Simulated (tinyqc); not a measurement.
Sweep of a uniaxial [100] stress: six-band Luttinger-Kohn model with strain.

Six-band Luttinger-Kohn model in the basis |3/2,3/2>, |3/2,1/2>, |3/2,-1/2>, |3/2,-3/2>, |1/2,1/2>, |1/2,-1/2>, electron energies, zero at the top of the unstrained valence band. H = -[rows: (P+Q, -S, R, 0, -S/r2, r2 R); (-S*, P-Q, 0, R, -r2 Q, r32 S); (R*, 0, P-Q, S, r32 S*, r2 Q); (0, R*, S*, P+Q, -r2 R*, -S*/r2); (-S*/r2, -r2 Q, r32 S, -r2 R, P+Dso, 0); (r2 R*, r32 S*, r2 Q, -S/r2, 0, P+Dso)], r2 = sqrt(2), r32 = sqrt(3/2). Levels are twofold.

P = c g1 k^2 - av tr(e); Q = c g2 (kx^2 + ky^2 - 2 kz^2) - (b/2)(exx + eyy - 2 ezz); R = c sqrt3 [-g2 (kx^2 - ky^2) + 2i g3 kx ky] + (sqrt3/2) b (exx - eyy) - i d exy; S = 2 c sqrt3 g3 (kx - i ky) kz - d (exz - i eyz); c = hbar^2/2m0, e the strain tensor (not engineering shear).

s11 = (C11 + C12)/((C11 - C12)(C11 + 2 C12)), s12 = -C12/((C11 - C12)(C11 + 2 C12)), s44 = 1/C44; exx = s11 sxx + s12 (syy + szz) and cyclic, exy = s44 sxy/2; tension is positive. A uniaxial stress X along the unit vector n is s_ij = X n_i n_j.

Constants: hbar^2/2m0 = 3.80998211 eV angstrom^2.

Parameters, chosen for this exercise (near those of Ge; shifted at random, so the results belong to these values and not to a real crystal): Dso = 0.289 eV (spin-orbit splitting); g1 = 13.51 (Luttinger gamma1); g2 = 4.24 (gamma2); g3 = 5.72 (gamma3); av = 1.31 eV (valence hydrostatic potential); b = -2.7 eV (tetragonal shear potential); d = -5.49 eV (trigonal shear potential); C11 = 136.1 GPa; C12 = 49 GPa; C44 = 68.8 GPa; load = uniaxial [100] (kind of stress).

Edges at k = 0 and curvature masses of the top pair along [100] and [001] (step 0.0002 1/angstrom); at zero stress the top is fourfold and has no single curvature.

Edges and masses:

| X (GPa) | top (eV) | second (eV) | third (eV) | splitting (meV) | m [100] | m [001] |
|---|---|---|---|---|---|---|
| -3.00 | 0.1171 | -0.1098 | -0.3467 | 226.9 | 0.036 | 0.160 |
| -2.00 | 0.0715 | -0.0732 | -0.3209 | 144.7 | 0.037 | 0.147 |
| -1.00 | 0.0313 | -0.0366 | -0.3005 | 67.9 | 0.040 | 0.129 |
| 0.00 | 0.0000 | 0.0000 | -0.2890 | 0.0 | - | - |
| 1.00 | 0.0366 | -0.0182 | -0.2906 | 54.8 | 0.199 | 0.056 |
| 2.00 | 0.0732 | -0.0209 | -0.3077 | 94.1 | 0.199 | 0.056 |
| 3.00 | 0.1098 | -0.0102 | -0.3382 | 120.0 | 0.199 | 0.056 |

What does the comparison show, and why?

The splitting reaches 226.9 meV under compression and 120.0 meV under the same tension; linear shear terms alone would make the two equal, and the difference comes from the coupling to the split-off band. At the ends of the sweep the top pair has a mass along [100] of 0.036 under compression and 0.199 under tension, so compression gives the lighter holes along [100]; along [001] it has 0.160 and 0.056. The top edge itself moves by +117 and +110 meV. The ends of the sweep mean strains up to 2.7 %, beyond the range of linear deformation potentials.

Computed by tinyqc, a small Python program: `OMP_NUM_THREADS=1 python tinyqc.py 1051371 1051372 out.jsonl` (the numbers bound the seed that draws the inputs); one thread of a shared host (Intel(R) Xeon(R) Processor @ 2.30GHz), about 0.2 s for the whole set of steps.
